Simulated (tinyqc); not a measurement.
MOS inversion layer, Poisson-Schroedinger loop: one step of the calculation.

Electrons confined at an insulator interface at z = 0, treated as a hard wall; parabolic valleys, Hartree approximation, no image or exchange terms. The depletion charge lies far deeper than the electrons and gives a uniform field q Nd/(eps0 eps_r); the gate balances all charge. Energies are counted from the band edge at the interface.

Problem. Closed-form estimates. Triangular well: E_k = a_k (C F^2/mz)^(1/3), a_1 = 2.338107, a_2 = 4.087949, C = hbar^2/(2 m0), F in eV/nm. Fang-Howard (all electrons in the lowest level of set A): b^3 = 6 (mz1/C) q (Nd + 11 Ns/32)/(eps0 eps_r), centroid 3/b, level C b^2/(4 mz1) + (3/b) q (Nd + 11 Ns/16)/(eps0 eps_r). Use F = q (Nd + Ns)/(eps0 eps_r), the surface field, and F = q (Nd + Ns/2)/(eps0 eps_r).

Inputs (values chosen for the exercise); masses and permittivity close to those of 4H silicon carbide (0001):

| symbol | value | unit | meaning |
|---|---|---|---|
| eps_r | 9.79 |  | relative permittivity |
| mz1 | 0.334 | m0 | mass along z of valley set A (3 valley(s)) |
| Ns | 1.2e13 | cm^-2 | sheet density of electrons |
| Nd | 1.3e12 | cm^-2 | sheet density of depletion charge |

Constants: q = 1.602176634e-19 C, hbar = 1.054571817e-34 J s, m0 = 9.1093837015e-31 kg, eps0 = 8.8541878128e-14 F/cm where lengths are in cm, hbar^2/(2 m0) = 0.0380998212 eV nm^2. Results are converted to the units shown.

Find: A1 with the surface field; A1 with Nd + Ns/2; A2 with Nd + Ns/2; b; Fang-Howard centroid; Fang-Howard level.

Solution.

A1 with the surface field = 0.44498 eV
A1 with Nd + Ns/2 = 0.29830 eV
A2 with Nd + Ns/2 = 0.52155 eV
b = 1.7407 1/nm
Fang-Howard centroid = 1.7235 nm
Fang-Howard level = 0.39063 eV

Program tinyqc, `OMP_NUM_THREADS=1 python tinyqc.py 2160074 2160075 out.jsonl`; Intel Xeon 2.30GHz, shared host, one thread, about 0.2 s.
